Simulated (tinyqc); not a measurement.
# One-diode model of a solar cell: two studies

J is the current delivered and Vj = V + J Rs the junction voltage. J = X JL - J01 (exp(Vj/(n1 Vt)) - 1) - Vj/Rp. The photocurrent does not depend on voltage.

Inputs (values chosen for the exercise); values of the order met in cells of germanium: temperature T = 300 K; photocurrent at one sun JL = 44.1 mA/cm^2; concentration X = 10 suns; saturation current of the diode J01 = 0.00081 A/cm^2; ideality factor of the diode n1 = 1.67; series resistance Rs = 0.096 ohm cm^2; shunt resistance Rp = 4000 ohm cm^2; incident power at one sun Pin = 100 mW/cm^2.

Constants: q = 1.602176634e-19 C, kB = 1.380649e-23 J/K, Vt = kB T/q. Results are converted to the units shown.

Each table varies one quantity; the others keep the values above.

## Effect of the saturation current of the diode

Jsc at V = 0, Voc at J = 0, the maximum power point where J (1 + 2 Rs G) = G Vj with G = -dJ/dVj; FF = Vmp Jmp/(Voc Jsc); efficiency Vmp Jmp/(X Pin). Empirical fill factor without parasitics FF0 = (v - ln(v + 0.72))/(v + 1), v = Voc/(n1 Vt).

Effect of the saturation current of the diode:
```
J01 (A/cm^2)  Jsc (mA/cm^2)  Voc (V)   Vmp (V)  Jmp (mA/cm^2)      FF  efficiency (%)     FF0
8e-6                  441.0   0.4713    0.3439          386.5  0.6395           13.29  0.7101
8e-5                  440.9   0.3719    0.2580          369.4  0.5812           9.530  0.6637
0.0008                439.7   0.2726    0.1766          339.9  0.5009           6.003  0.5966
0.008                 428.3   0.1739    0.1028          285.5  0.3943           2.936  0.4913
0.08                  347.7  0.08089   0.04305          190.1  0.2910          0.8183  0.3204
0.8                   142.6  0.01896  0.009517          71.60  0.2521         0.06814  0.2025
```

Read the table: what changes, and by how much?

As J01 goes from 8e-6 to 0.8, Voc falls from 0.471 to 0.0190 V, FF falls from 0.639 to 0.252 and the efficiency falls from 13.3 to 0.0681 %. Voc changes by -61.9 mV a decade between the last two rows and -99.4 mV between the first two. For J01 = 8e-5, 0.0008, 0.008, 0.08, 0.8 v is below 10, outside the range of the formula for FF0. For J01 = 0.8 Rs Jsc exceeds half of Voc, so the series resistance shapes the curve and drives FF towards the 1/4 of a resistor.

## Effect of the shunt resistance

Same model as above.

Results:
```
Rp (ohm cm^2)  Jsc (mA/cm^2)  Voc (V)  Vmp (V)  Jmp (mA/cm^2)       FF  efficiency (%)      FF0
3                     426.09  0.26253  0.16842         298.36  0.44921          5.0248  0.58804
60                    438.96  0.27161  0.17588         337.50  0.49786          5.9358  0.59575
300                   439.52  0.27197  0.17615         339.25  0.49991          5.9757  0.59604
1000                  439.61  0.27203  0.17619         339.56  0.50027          5.9827  0.59610
5000                  439.65  0.27205  0.17621         339.66  0.50040          5.9851  0.59611
20000                 439.65  0.27206  0.17621         339.68  0.50042          5.9856  0.59612
1e5                   439.66  0.27206  0.17621         339.69  0.50043          5.9857  0.59612
```

Estimate the missing row, Rp = 10 ohm cm^2.

Computed row:
```
Rp (ohm cm^2)  Jsc (mA/cm^2)  Voc (V)  Vmp (V)  Jmp (mA/cm^2)       FF  efficiency (%)      FF0
10                    435.50  0.26934  0.17411         326.75  0.48501          5.6891  0.59385
```

With this row back in the table: As Rp goes from 3 to 1e5, Voc rises from 0.263 to 0.272 V, FF rises from 0.449 to 0.500 and the efficiency rises from 5.02 to 5.99 %. Voc changes by 0.00152 mV a decade between the last two rows and 13.0 mV between the first two. In every row v is below 10, outside the range of the formula for FF0.

tinyqc, about 0.01 s, one thread, Intel Xeon 2.30GHz (shared host): `OMP_NUM_THREADS=1 python tinyqc.py 2280121 2280122 out.jsonl`
